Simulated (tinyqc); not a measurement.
# Composition from the perpendicular lattice constant

Problem. The layer is x parts of the first compound and 1 - x of the second, grown coherently on the second as substrate and barrier. Rows of the table: lattice constant a, average valence level Ea on an absolute scale, spin-orbit splitting so, gaps at Gamma, X and L, hydrostatic deformation potentials av and ac (Gamma), shear potential b, elastic constants, electron and heavy-hole (along z) masses. All are interpolated linearly in x; gaps get -C x (1 - x), taken wholly in the conduction band; real line-ups can differ from this model by 0.1 eV or more. In-plane strain e = (a_substrate - a)/a, e_z = -2 (c12/c11) e, volume change 2 e + e_z. X-ray diffraction gives a_z = a (1 + e_z) of the coherent layer. Find x, e and the relaxed Gamma gap.

Parameters, values chosen for the exercise:

| symbol | value | unit | meaning |
|---|---|---|---|
| CG | 0.477 | eV | bowing of the Gamma gap |
| CX | 1.4 | eV | bowing of the X gap |
| CL | 0.33 | eV | bowing of the L gap |

Binary compounds, values chosen for the exercise:

|  | close to InAs | close to GaAs |
|---|---|---|
| a (angstrom) | 6.058 | 5.653 |
| Ea (eV) | -6.67 | -6.92 |
| so (eV) | 0.377 | 0.343 |
| EG (eV) | 0.359 | 1.43 |
| EX (eV) | 1.35 | 1.92 |
| EL (eV) | 1.08 | 1.71 |
| av (eV) | 1.01 | 1.17 |
| ac (eV) | -5.15 | -7.07 |
| b (eV) | -1.78 | -1.71 |
| c11 (GPa) | 82.1 | 117 |
| c12 (GPa) | 45.5 | 53.1 |
| me (m0) | 0.0227 | 0.0666 |
| mh (m0) | 0.334 | 0.353 |

lattice constant along the growth direction = 5.82593006 angstrom

Answer. a_z changes steadily with x, about (1 + 2 c12/c11) times as fast as the relaxed lattice constant, so one composition matches.

x = 0.220
e = -1.55 %
relaxed Gamma gap = 1.11 eV

Program tinyqc, `OMP_NUM_THREADS=1 python tinyqc.py 2690023 2690024 out.jsonl`; Intel Xeon 2.30GHz, shared host, one thread, about 0.01 s.
